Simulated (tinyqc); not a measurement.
## Ideality, saturation current and resistance from three points

Problem. Well above the saturation current a diode obeys V = n Vt ln(I/I0) + I Rs. Find n, Rs and I0.

Parameters, values chosen for the exercise:
- T = 400 K (temperature)

Constants: q = 1.602176634e-19 C, kB = 1.380649e-23 J/K, Vt = kB T/q. Results are converted to the units shown.

currents (A): 4e-6  0.0007  0.007
voltages (V): 0.69624315  0.90893016  1.0109388

Solution. V is linear in the three unknowns n Vt, Rs and -n Vt ln I0, so three points give a linear system.

n = 1.190
Rs = 1.200 ohm
I0 = 1.700e-13 A

Numbers from tinyqc (`OMP_NUM_THREADS=1 python tinyqc.py 2260015 2260016 out.jsonl`; about 0.01 s on one thread of a shared Intel Xeon 2.30GHz).
